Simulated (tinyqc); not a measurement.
Moment against band filling: Stoner model of a band ferromagnet.

Density of states per atom and spin: flat with a rise to the top, D(e) = (M/W) [1 - sp + 4 sp (e/W + 1/2)^3]. Levels e -/+ I m/2 for up and down spin, m = n_up - n_down, n_up + n_down = nd. At zero temperature e(N) is the energy below which N states lie, and E(m) = sum over spins of integral e D de - I m^2/4.

Values chosen for the exercise:

| symbol | value | unit | meaning |
|---|---|---|---|
| W | 4.2 | eV | band width, e from -W/2 to W/2 |
| M | 5 |  | states per atom and spin |
| sp | 0.46 |  | shape parameter |
| I | 0.98 | eV | Stoner parameter |

Rigid band, I fixed: a Slater-Pauling curve.

Results:

| nd | I D(EF) | m (muB) | m_max |
|---|---|---|---|
| 3.0 | 0.901 | 0.000 | 3.0 |
| 4.0 | 1.135 | 4.000 | 4.0 |
| 5.0 | 1.398 | 5.000 | 5.0 |
| 6.0 | 1.672 | 4.000 | 4.0 |
| 6.5 | 1.811 | 3.500 | 3.5 |
| 7.0 | 1.951 | 3.000 | 3.0 |
| 7.5 | 2.090 | 2.500 | 2.5 |
| 8.0 | 2.229 | 2.000 | 2.0 |
| 8.5 | 2.367 | 1.500 | 1.5 |
| 9.0 | 2.504 | 1.000 | 1.0 |
| 9.5 | 2.641 | 0.500 | 0.5 |

What can be read from this table?

Magnetic fillings among those listed: 4.0, 5.0, 6.0, 6.5, 7.0, 7.5, 8.0, 8.5, 9.0 and 9.5; the largest moment is 5.00 at nd = 5. At 4.0, 5.0, 6.0, 6.5, 7.0, 7.5, 8.0, 8.5, 9.0 and 9.5 the moment is saturated and follows m_max, changing by one per electron.

Program tinyqc; command `OMP_NUM_THREADS=1 python tinyqc.py 1650364 1650365 out.jsonl`; about 0.1 s on one thread of a shared Intel(R) Xeon(R) Processor @ 2.30GHz.
